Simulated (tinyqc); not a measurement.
Piezoresistors in the (001) plane of a cubic crystal: one step of the calculation.

Plane stress in crystal axes x = [100], y = [010]. First-order piezoresistance: d rho_xx/rho = p11 sxx + p12 syy, d rho_yy/rho = p12 sxx + p11 syy, d rho_xy/rho = p44 sxy; a resistor along d = (cos th, sin th) changes by dR/R = d.(d rho/rho).d. Changes of geometry and second-order terms are left out.

Task. Change of the resistivity tensor. As in the introduction.

Parameters, values chosen for the exercise; coefficients close to those of lightly doped n-type silicon:
```
symbol,value,unit,meaning
p11,-107,x 1e-11/Pa,piezoresistive coefficient
p12,56.4,x 1e-11/Pa,piezoresistive coefficient
p44,-14,x 1e-11/Pa,piezoresistive coefficient
Sx,190,MPa,stress sxx
Sy,161,MPa,stress syy
St,53,MPa,shear stress sxy
```

Wanted: d rho/rho.

Result.

d rho/rho (%):

|  | x | y |
|---|---|---|
| x | -11.250 | -0.742 |
| y | -0.742 | -6.511 |

Computed by the program tinyqc: `OMP_NUM_THREADS=1 python tinyqc.py 2530120 2530121 out.jsonl`, one thread of a shared Intel Xeon 2.30GHz, about 0.01 s for the whole run.
